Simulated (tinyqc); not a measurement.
# Thickness at fixed voltage

Model: leakage through a gate insulator: direct, Fowler-Nordheim, trap-assisted and Poole-Frenkel currents. Computed by tinyqc, a small Python program. Command: `OMP_NUM_THREADS=1 python tinyqc.py 3031686 3031687 out.jsonl oxideleak sweep`. One thread of a shared host (Intel(R) Xeon(R) Processor @ 2.30GHz), about 0.02 s of CPU time with the checks.

Electrons enter from the cathode Fermi level at x = 0; the conduction band of the insulator lies phi_b - e F x above it, F = V/t. WKB exponents use a parabolic band with mass m.

Inputs (values chosen for the exercise, with an insulator like SiO2):
```
quantity                          value   unit
barrier phi_b                      3.07     eV
tunnelling mass m                  0.45    m_0
static constant eps_ox             4.04      -
voltage across the insulator V     0.74      V
trap depth phi_t                    1.9     eV
trap density N_t                1.5e+18  cm^-3
attempt rate nu_0                 2e+12    1/s
activation of capture E_a          0.12     eV
temperature T                       450      K
```

Constants: hbar^2/(2 m_0) = 3.80998212 eV angstrom^2; e = 1.602176634e-19 C; hbar = 1.054571817e-34 J s; k_B = 8.617333262e-05 eV/K.

Method:
- For a level a distance phi(x) below the band, the WKB exponent is 2 int kappa dx with kappa = sqrt(m phi/(hbar^2/2m_0)); for a linear barrier from phi_1 down to phi_2 = max(phi_1 - e F d, 0) it is G = (4/3) sqrt(m/(hbar^2/2m_0)) (phi_1^(3/2) - phi_2^(3/2))/(e F).
- J_tun = e^3 F^2/(16 pi^2 hbar m phi_b) x exp(-G) / [1 - sqrt(phi_2/phi_b)]^2 with the free-electron mass in the cathode (m in m_0), phi_2 = max(phi_b - e V, 0): direct tunnelling for e V < phi_b, Fowler-Nordheim above. Image forces, back-flow and the limit on supply are left out, so J_tun is overstated below about 0.5 V.
- Equivalent oxide thickness = 3.9 t/eps_ox.
- A trap at depth x lies phi_t below the band. Capture: tunnel at the cathode Fermi level from 0 to x (G_in from phi_1 = phi_b), rate nu_0 exp(-G_in - E_c/k_B T) with E_c = E_a + max(phi_b - phi_t - e F x, 0), the last term being the height of the trap above the cathode Fermi level. Emission: tunnel from the trap level to the anode (G_out from phi_1 = phi_t over t - x), rate nu_0 exp(-G_out - E_a/k_B T). Re-emission to the cathode follows from detailed balance, rate_back = rate_in exp(dE/k_B T) with dE = phi_b - phi_t - e F x. Each trap passes R = rate_in rate_out/(rate_in + rate_back + rate_out) electrons per second; filling from the anode is left out.
- J_TAT = e N_t int_0^t R dx by the midpoint rule on 400 intervals; the most effective depth is the midpoint with the largest R, rounded to 0.01 nm.
- J = J_tun + J_TAT (the Poole-Frenkel bound is not added); the ratio J/J_tun is the excess that stress-made traps add.

One run for each value:
```
thickness t (nm)  tunnelling current J_tun (A/cm^2)  trap-assisted current J_TAT (A/cm^2)  field F (MV/cm)  J/J_tun
1.2                                      3.3598e+03                            8.1331e-09           6.1667    1.000
1.5                                      7.2802e+01                            6.1014e-10           4.9333    1.000
1.9                                      4.9699e-01                            2.7670e-11           3.8947    1.000
2.4                                      1.1037e-03                            1.0868e-12           3.0833    1.000
3.0                                      8.0971e-07                            3.6927e-14           2.4667    1.000
4.8                                      4.7641e-16                            3.0831e-18           1.5417    1.006
6.0                                      4.0064e-22                            6.7282e-21           1.2333   17.794
```

Give the missing row, thickness t (nm) = 3.8.

Computed row:
```
thickness t (nm)  tunnelling current J_tun (A/cm^2)  trap-assisted current J_TAT (A/cm^2)  field F (MV/cm)  J/J_tun
3.8                                      6.0543e-11                            5.3601e-16           1.9474    1.000
```

Interpolating between the two neighbouring rows (linearly) misses most in tunnelling current J_tun (A/cm^2), by a factor of 7400. Over the rows, tunnelling current J_tun (A/cm^2) falls from 3360 to 4.01e-22 (exponent d ln y / d ln x -17 between the first rows and -63 between the last); trap-assisted current J_TAT (A/cm^2) falls from 8.13e-9 to 6.73e-21 (exponent d ln y / d ln x -12 between the first rows and -27 between the last); field F (MV/cm) falls from 6.17 to 1.23 (exponent d ln y / d ln x about -1.0 throughout).

Caution (rows 3.80, 4.80, 6.00): a current below about 1e-15 A/cm^2 is not measurable.
